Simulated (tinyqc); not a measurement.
From results back to parameters: Boltzmann transport in a parabolic band with a power-law relaxation time. Four cases, with inputs chosen for the exercise.

Problem. The Seebeck coefficient and the Hall density nH = n/rH are given; md is hidden (a Pisarenko analysis).

F_j(eta) = (1/Gamma(j + 1)) integral_0^infinity x^j dx/(1 + exp(x - eta)), which tends to exp(eta) for eta << 0.

n = N F_1/2(eta) with N = 2 (m kB T/(4 pi c))^(3/2) with c = hbar^2/2m0, in 1/angstrom^3; times 1e24 for 1/cm^3, m = md.

tau = tau0 x^r with x = E/kT. With K_j = Gamma(j + 1) F_j(eta): <tau> = tau0 (r + 3/2) K_(r+1/2)/((3/2) K_(1/2)); mu = <tau>/(mc m0/e), m0/e = 5.685630e-12 kg/C; Hall factor rH = (3/2) K_(1/2) (2r + 3/2) K_(2r+1/2)/((r + 3/2) K_(r+1/2))^2; Seebeck S = -(kB/e) [(r + 5/2) K_(r+3/2)/((r + 3/2) K_(r+1/2)) - eta]; Lorenz number L = (kB/e)^2 [(r + 7/2) K_(r+5/2)/((r + 3/2) K_(r+1/2)) - ((r + 5/2) K_(r+3/2)/((r + 3/2) K_(r+1/2)))^2]; kB/e in V/K. Valley anisotropy is left out of rH.

Constants: hbar^2/2m0 = 3.80998211 eV angstrom^2; kB = 8.617333262e-05 eV/K.

Case 1.

Values chosen (out of a larger set: masses near those of Si; tau0 is set for a mobility of the usual size at this n, kL is a free input; freeze-out and phonon drag, which matter near 77 K, are left out; not measured data): r = 1.5 (exponent of tau); T = 200 K.

S = -364.734 microvolt/K
nH = 6.2718e+18 1/cm^3

Case 2.

Values chosen (out of a larger set: masses near those of GaN; tau0 is set for a mobility of the usual size at this n, kL is a free input; freeze-out and phonon drag, which matter near 77 K, are left out; not measured data): r = 1.5 (exponent of tau); T = 200 K.

S = -799.132 microvolt/K
nH = 3.3137e+15 1/cm^3

Case 3.

Values chosen (out of a larger set: masses near those of SiC; tau0 is set for a mobility of the usual size at this n, kL is a free input; freeze-out and phonon drag, which matter near 77 K, are left out; not measured data): r = -0.5 (exponent of tau); T = 300 K.

S = -209.352 microvolt/K
nH = 1.0554e+19 1/cm^3

Case 4.

Values chosen (out of a larger set: masses near those of InP; tau0 is set for a mobility of the usual size at this n, kL is a free input; freeze-out and phonon drag, which matter near 77 K, are left out; not measured data): r = 0 (exponent of tau); T = 400 K.

S = -334.049 microvolt/K
nH = 2.3000e+17 1/cm^3

Find: eta; rH; n; md.

Solution. S depends on eta alone and |S| falls steadily with it; eta gives rH and so n, and N = n/F_1/2(eta) gives md from N proportional to md^(3/2).

Case 1.

eta = -0.04
rH = 1.754
n = 1.1e+19 1/cm^3
md = 1.055 m0

Case 2.

eta = -5.27
rH = 1.931
n = 6.4e+15 1/cm^3
md = 0.203 m0

Case 3.

eta = -0.08
rH = 1.137
n = 1.2e+19 1/cm^3
md = 0.762 m0

Case 4.

eta = -1.26
rH = 1.000
n = 2.3e+17 1/cm^3
md = 0.081 m0

Computed by tinyqc, one run a case: `OMP_NUM_THREADS=1 python tinyqc.py N N+1 out.jsonl` with N = 1650737, 1650810, 1650832, 1650888; one thread of a shared Intel(R) Xeon(R) Processor @ 2.30GHz, about 0.01 s a run at most.
